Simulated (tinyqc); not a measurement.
Hot electrons in a saturated n-channel MOSFET, lucky-electron model: one step of the calculation.

Beyond pinch-off the lateral field grows as Esat cosh(y/l) over the velocity-saturated region (pseudo-two-dimensional model). Impact ionisation in this region gives the substrate current, which biases the body forward through Rsub. Currents are per width. Local-field laws: they overstate ionisation when the field peak is narrower than an energy relaxation length.

Problem. Body bias from the substrate current. Cox = 3.9 eps0/tox. Overdrive g = Vg - VT + kb Vb; Vdsat = g Esat L/(g + Esat L); Id = Cox vs (g - Vdsat); dV = Vd - Id Rd - Vdsat; Em = sqrt((dV/l)^2 + Esat^2); Isub = Id (Ai/Bi) l Em exp(-Bi/Em). Vb(new) = Rsub Isub.

Parameters, values chosen for the exercise; values close to those of silicon n-channel devices:

| symbol | value | unit | meaning |
|---|---|---|---|
| L | 0.5 | um | channel length |
| tox | 11 | nm | oxide thickness |
| VT | 0.78 | V | threshold |
| vs | 9.9e6 | cm/s | saturation velocity |
| Ai | 2e6 | 1/cm | ionisation prefactor |
| Bi | 1.8 | MV/cm | ionisation field |
| Rd | 200 | ohm um | resistance of the lightly doped drain |
| Rsub | 28000 | ohm um | substrate resistance |
| kb | 0.26 |  | fall of VT per volt of forward body bias |
| Vd | 3.8 | V | drain voltage |
| Vg | 1.8 | V | gate voltage |

Constants: eps0 = 8.8541878128e-14 F/cm where lengths are in cm. Results are converted to the units shown.

Vb after iteration 1 = 0.076040485 V
l = 83.246622 nm
Esat = 0.045 MV/cm

Give: Vdsat; Id; dV; Em; Isub; Vb after iteration 2.

Solution.

Vdsat = 0.7111 V
Id = 102.1 uA/um
dV = 3.068 V
Em = 0.3713 MV/cm
Isub = 2.753 uA/um
Vb after iteration 2 = 0.07709 V

tinyqc, about 0.01 s, one thread, Intel Xeon 2.30GHz (shared host): `OMP_NUM_THREADS=1 python tinyqc.py 2550138 2550139 out.jsonl`
